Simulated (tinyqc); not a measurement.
# Finite-size error of a charged defect in a periodic cell: Madelung and Makov-Payne terms, step by step

A worked calculation. Computed by tinyqc, a small Python program that keeps every step. Command: `OMP_NUM_THREADS=1 python tinyqc.py 3031280 3031281 out.jsonl imagecharge walk`. One thread of a shared host (Intel(R) Xeon(R) Processor @ 2.30GHz), about 0.1 s of CPU time with the checks. Intermediate numbers are printed to about 5 digits and carried at full precision; extremes and crossings named in words are read from the listed rows.

L is the cube root of the cell volume. The defect charge is a Gaussian, rho(r) = q (2 pi sigma^2)^(-3/2) exp(-r^2/2 sigma^2), repeated periodically in a uniform neutralising background and screened by a continuum. The model cell energy is E(L) = E_0 + [periodic - isolated electrostatic energy].

Inputs (values chosen for the exercise, for a model host):

| quantity | value | unit |
|---|---|---|
| charge q | 1 | e |
| cell length L | 19.7 | angstrom |
| dielectric constant eps | 9.37 | - |
| width sigma of the defect charge | 0.99 | angstrom |
| formation energy of the isolated defect E_0 | 2.943 | eV |

Supercell lattice: sc. Screening: isotropic.

scatter added to the six cells, standing for numerical noise (meV): -7.5  2.1  0.94  0.89  -2.6  -5.7

Constants: e^2/(4 pi eps_0) = 14.39964548 eV angstrom.

## The cell

Cell vectors: (1,0,0), (0,1,0), (0,0,1), scaled to volume L^3.

cell vectors (rows) (angstrom):
```
      1     2     3
1  19.7   0.0   0.0
2   0.0  19.7   0.0
3   0.0   0.0  19.7
```

nearest image = 19.7 angstrom

## Madelung energy

Ewald sum for a unit point charge: scale each Cartesian component of the cell by 1/sqrt(eps_i), giving R', G' and V'; E = [ (1/2) sum erfc(eta R')/R' + (2 pi/V') sum exp(-G'^2/4 eta^2)/G'^2 - eta/sqrt(pi) - pi/(2 V' eta^2) ] e^2/(4 pi eps_0) / sqrt(eps_x eps_y eps_z), over n_i = -6..6, omitting n = (0,0,0), eta = 2/V'^(1/3). alpha = -2 E eps_g L/(e^2/(4 pi eps_0)), eps_g = (eps_x eps_y eps_z)^(1/3).

terms for a unit charge (eV): real space 0.001116, reciprocal 0.006875, self -0.088024, background -0.030634

Madelung constant alpha = 2.8373

point-charge correction -q^2 E = 0.11067 eV

## Energy of the smeared charge in the cell

Periodic energy of the Gaussian: (2 pi q^2/V) sum_(G != 0) exp(-sigma^2 G^2)/(G.eps.G) x e^2/(4 pi eps_0), n_i = -k..k with k = max(9, L/sigma rounded up). Isolated energy: q^2/(2 sqrt(pi) sigma) <1/(n.eps.n)> e^2/(4 pi eps_0), the mean over directions n, here 1/eps.

periodic energy = 0.32847 eV

isolated energy = 0.43790 eV

finite-size error = -0.10943 eV

E(L) = 2.8336 eV

## Makov-Payne correction

Second radial moment Q = q <r^2> = 3 q sigma^2; E(corrected) = E(L) + q^2 alpha e^2/(4 pi eps_0)/(2 eps L) - 2 pi q Q e^2/(4 pi eps_0)/(3 eps L^3). Errors left are the corrected energies less E_0.

Q = 2.9403 e angstrom^2

third-order term = -0.0012378 eV

error left after the first term = 0.0012378 eV

error left after both terms = 0 eV

third-order over first-order term, in size = 0.011185

The point-charge term alone overcorrects by 0.00124 eV, 1 % of itself; both terms together are exact to 1e-7 eV, since the clouds do not overlap.

## A series of cells

Cells of the same shape with L scaled by 0.7, 0.85, 1, 1.25, 1.5 and 2; the scatter is added to E(L). The point-charge correction scales as 1/L from its value at the input L.

Scaling data:

| L (angstrom) | 1/L (1/angstrom) | E(L) (eV) | E(L) + point-charge correction (eV) |
|---|---|---|---|
| 13.790 | 0.072516 | 2.7810 | 2.9391 |
| 16.745 | 0.059719 | 2.8169 | 2.9471 |
| 19.700 | 0.050761 | 2.8345 | 2.9452 |
| 24.625 | 0.040609 | 2.8560 | 2.9445 |
| 29.550 | 0.033841 | 2.8670 | 2.9408 |
| 39.400 | 0.025381 | 2.8821 | 2.9375 |

## Ways to reach the isolated limit

Least-squares fits of E(L) to a + b/L, a + c/L^3 or a + b/L + c/L^3; the estimate is a, and errors are against E_0.

Estimates of E_0:

| way | estimate (eV) | error (meV) |
|---|---|---|
| largest cell, uncorrected | 2.8821 | -60.879 |
| largest cell, point-charge term | 2.9375 | -5.545 |
| 1/L fit, three smallest | 2.9623 | 19.266 |
| 1/L fit, all six | 2.9392 | -3.808 |
| 1/L^3 fit, all six | 2.8769 | -66.100 |
| 1/L and 1/L^3, three smallest | 2.8634 | -79.637 |
| 1/L and 1/L^3, all six | 2.9180 | -24.991 |
| corrected data, 1/L^3 fit | 2.9421 | -0.861 |

coefficient b of the full fit = -1.3738 eV angstrom

Best here: corrected data, 1/L^3 fit (-0.9 meV); worst: 1/L and 1/L^3, three smallest (-80 meV). The fitted b is 63.0 % of the Madelung value -q^2 alpha e^2/(8 pi eps_0 eps_g). The three-term fit to three small cells has no spare point and magnifies the scatter.

Checks made by the program: the same sum with another eta (relative difference below 1e-10); both terms against the exact model when the clouds do not overlap (relative difference below 1e-10).
